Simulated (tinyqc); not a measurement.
## Index and thickness from Psi and Delta

Inverse problem. Air (index 1), film, substrate with N2 = n2 - i k2; time factor exp(+i w t). q_j = sqrt(N_j^2 - sin^2 th), root with positive real part. Fresnel coefficients r_s = (q_a - q_b)/(q_a + q_b), r_p = (N_b^2 q_a - N_a^2 q_b)/(N_b^2 q_a + N_a^2 q_b). tan(Psi) exp(i Delta) = R_p/R_s, Delta taken from 0 to 360 degrees. beta = 2 pi d q1/lam, X = exp(-2 i beta), R = (r01 + r12 X)/(1 + r01 r12 X) for p and s. The film is transparent, with 1.15 < n1 < 2.9 and d under half a period. Find n1, d and the period.

Parameters, values chosen for the exercise: wavelength lam = 632.8 nm; angle of incidence th = 60 degrees; index of the substrate n2 = 3.882; extinction coefficient of the substrate k2 = 0.019.

Psi = 22.634565 degrees
Delta = 159.48845 degrees

Answer. Two measured angles fix two unknowns; a search from many starts finds one solution in the range given. Thicker films with d plus a multiple of the period give the same angles.

n1 = 2.395
d = 17.00 nm
period = 141.7 nm

Program tinyqc, `OMP_NUM_THREADS=1 python tinyqc.py 2870212 2870213 out.jsonl`; Intel Xeon 2.30GHz, shared host, one thread, about 0.3 s.
